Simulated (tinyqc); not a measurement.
Deep-level transient spectroscopy (DLTS) of one majority-carrier trap. From one set of inputs to another, one input at a time. Computed by tinyqc, a small Python program. Command: `OMP_NUM_THREADS=1 python tinyqc.py 3031226 3031227 out.jsonl dlts ladder`. One thread of a shared host (Intel(R) Xeon(R) Processor @ 2.30GHz), about 0.2 s of CPU time with the checks.

A filling pulse loads the traps in a one-sided junction; under reverse bias they empty at the rate e, and the capacitance relaxes as C(t) = C_0 - dC exp(-e t). The signal is S = [C(t_2) - C(t_1)]/dC.

The inputs printed are set A. Inputs not listed in the table keep their values of set A, so the rows need not describe a real material.

Inputs (values chosen for the exercise, with mass and screening modelled on GaSb):
```
quantity                   value  unit
density-of-states mass m  0.0395   m_0
valleys M                      1     -
trap depth E_t             0.226    eV
cross-section sigma_0      2e-14  cm^2
degeneracy ratio g             2     -
gate time t_1             0.0007     s
ratio t_2/t_1                  5     -
temperature T                115     K
dielectric constant eps     15.8     -
mean field F               12000  V/cm
```

Carriers: electrons. Extra term: Poole-Frenkel lowering.

Constants: k_B = 8.617333262e-05 eV/K; k_B = 1.380649e-23 J/K; m_0 = 9.1093837015e-31 kg; h = 6.62607015e-34 J s; e = 1.602176634e-19 C; eps_0 = 8.8541878128e-12 F/m.

Method:
- e = g sigma v N_b exp(-E/k_B T), v = sqrt(3 k_B T/m), N_b = 2 M (2 pi m k_B T/h^2)^(3/2), sigma = sigma_0, E = E_t - dE with the one-dimensional Poole-Frenkel lowering dE = sqrt(e^3 F/(pi eps eps_0)), F being held as an input apart from the bias (the centre is charged when empty).
- S(e) = exp(-e t_1) - exp(-e t_2) peaks at the rate window e_0 = ln(t_2/t_1)/(t_2 - t_1).
- T_p solves e(T) = e_0 (bisection between 15 and 1500 K); the half-height points solve S = S_max/2 on either side.
- t_1 is scaled by 0.1, 0.3, 1, 3, 10 and 30 at fixed t_2/t_1; each T_p by bisection.
- Least squares of ln(e_0/T_p^2) on 1/(k_B T_p): slope -E_a, intercept ln(gamma sigma_a) with gamma = v N_b/T^2 = sqrt(3 k_B/m) 2 M (2 pi m k_B/h^2)^(3/2). For comparison, the slope of ln e_0 alone.

Each row keeps all changes above it:
```
input moved                       from     to  full width (K)  apparent depth E_a (eV)  emission rate e (1/s)
set A                                -      -          16.398                  0.20508             7.0007e+01
gate time t_1 (s)               0.0007   0.02          12.315                  0.20508             7.0007e+01
mean field F (V/cm)              12000  23000          11.908                  0.19704             1.5759e+02
cross-section sigma_0 (cm^2)     2e-14  2e-17          22.563                  0.19704             1.5759e-01
density-of-states mass m (m_0)  0.0395  0.223          18.880                  0.19704             8.8967e-01
trap depth E_t (eV)              0.226  0.139          11.869                  0.11004             5.7800e+03
ratio t_2/t_1                        5     10          12.732                  0.11004             5.7800e+03
```

Full width goes from 16.4 to 12.7, a factor 0.776 in all. The largest single move comes from cross-section sigma_0 (a factor 1.89), but it runs against the net change; the largest move in the direction of the net change is trap depth E_t (a factor 0.629). Apparent depth E_a goes from 0.205 to 0.110, a factor 0.537 in all. The largest single move comes from trap depth E_t (a factor 0.558). Emission rate e goes from 70.0 to 5780, a factor 82.6 in all. The largest single move comes from trap depth E_t (a factor 6500), and cross-section sigma_0 works against it (a factor 0.00100). The single moves hold for this order of the switches; the total does not depend on the order.

Extremes, crossings and ranges named in words are read from the listed rows.
